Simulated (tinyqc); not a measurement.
Lossy on-chip transmission line with skin effect: effect of the width of the strip.

A uniform line in a homogeneous dielectric: c = sqrt(er)/(c0 Z0), l = Z0 sqrt(er)/c0 (c0 = 299792458 m/s), g = w c td, w = 2 pi f. The resistance joins its limits as r = sqrt(r_dc^2 + r_hf^2), with r_dc = rho/(wd th), r_hf = kr rho/(2 delta (wd + th)), delta = sqrt(rho/(pi f mu0)), mu0 = 4 pi 1e-7 H/m; this is an interpolation, and internal inductance, up to 0.05 nH/mm at low frequency, is neglected.

gamma = sqrt((r + i w l)(g + i w c)) = alpha + i beta, Zc = sqrt((r + i w l)/(g + i w c)), roots with positive real part; loss 8.685889638 alpha in dB; phase velocity w/beta. ZL = 1/(1/RL + i w CL); reflection (ZL - Zc)/(ZL + Zc); Zin = Zc (ZL + Zc tanh(gamma len))/(Zc + ZL tanh(gamma len)); H = V_load/V_source = [Zin/(Zin + Rg)]/[cosh(gamma len) + (Zc/ZL) sinh(gamma len)]. Z0 is held fixed by scaling the dielectric height.

Values chosen for this exercise:

| symbol | value | unit | meaning |
|---|---|---|---|
| th | 1.8 | um | thickness of the strip |
| rho | 2.2 | uohm cm | resistivity |
| er | 3.9 |  | relative permittivity |
| td | 0 |  | loss tangent |
| Z0 | 50 | ohm | lossless impedance sqrt(l/c) |
| kr | 1.2 |  | factor for crowding and the return path |
| len | 0.61 | mm | length |
| Rg | 10 | ohm | source resistance |
| RL | 1e5 | ohm | load resistance |
| CL | 100 | fF | load capacitance |
| f | 0.4 | GHz | frequency |

Effect of the width of the strip:
```
wd (um)	r (ohm/mm)	r/(w l)	loss (dB/mm)	|Zc| (ohm)	phase velocity over c0	length in wavelengths	|H| (dB)
0.75	16.355	19.758	0.44069	222.39	0.15708	0.0051813	-4.3479e-4
1.2	10.253	12.386	0.34372	176.26	0.19543	0.0041645	-4.2992e-5
1.9	6.5034	7.8563	0.26748	140.71	0.23978	0.0033944	1.9159e-4
2.9	4.2812	5.1718	0.21006	114.76	0.28604	0.0028454	3.2839e-4
4.6	2.7139	3.2784	0.15843	92.568	0.34033	0.0023915	4.2387e-4
7.3	1.7188	2.0764	0.11614	75.905	0.39393	0.0020661	4.8407e-4
11	1.1449	1.3831	0.085485	65.322	0.43527	0.0018699	5.1863e-4
18	0.70211	0.84817	0.056730	57.255	0.47104	0.0017279	5.4523e-4
```

Read the table: what changes, and by how much?

As wd goes from 0.75 to 18, the loss falls from 0.441 to 0.0567 dB/mm, |Zc| falls from 222 to 57.3 ohm and |H| goes from -4.35e-4 to 5.45e-4 dB, with its highest value among the rows, 5.45e-4 dB, at wd = 18.

Program tinyqc, `OMP_NUM_THREADS=1 python tinyqc.py 2810208 2810209 out.jsonl`; Intel Xeon 2.30GHz, shared host, one thread, about 0.01 s.
